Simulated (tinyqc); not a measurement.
Input admittance of a MOSFET at zero drain bias: distributed channel and distributed gate: one step of the calculation.

Source and drain grounded, strong inversion, w = 2 pi f, Cox = eps0 eox/tox. The channel is an RC line of resistance 1/(mu Cox Vo) per square fed from both ends, so one finger has the intrinsic admittance y = i w Cox L tanh(g)/g per width, g = (1/2) sqrt(i w tau), tau = L^2/(mu Vo). The vertical resistance rv/L is in series with y, the overlaps 2 i w Cov in parallel: y_t = 1/(1/y + rv/L) + 2 i w Cov. The gate strip is a line of Rsh/L per length loaded by y_t, so a finger has Y = y_t Wf tanh(k)/k, k = (Wf/sd) sqrt(y_t Rsh/L); the device has Nf Y.

Task. Admittance of the channel and stack per width. tau, g, c = Cox L, y and y_t as defined.

Parameters, values chosen for the exercise; values of the order met in silicon radio-frequency transistors: relative permittivity of the gate insulator (close to silicon dioxide) eox = 3.9; insulator thickness tox = 1.5 nm; channel length L = 0.19 um; channel mobility mu = 130 cm^2/(V s); gate overdrive Vo = 0.76 V; vertical resistivity of the gate stack rv = 0 ohm um^2; overlap and fringe capacitance on each side Cov = 0.35 fF/um; frequency f = 23 GHz.

Constants: eps0 = 8.8541878128e-14 F/cm where lengths are in cm. Results are converted to the units shown.

Give: tau; g; c; y; y_t.

Result.

tau = 3.654 ps
g = 0.2569+0.2569i
c = 4.374 fF/um
y = 27.7+630.6i uS/um
y_t = 27.7+731.8i uS/um

w tau = 0.528, and Im y is 0.998 of w c.

Numbers from tinyqc (`OMP_NUM_THREADS=1 python tinyqc.py 2262216 2262217 out.jsonl`; about 0.01 s on one thread of a shared Intel Xeon 2.30GHz).
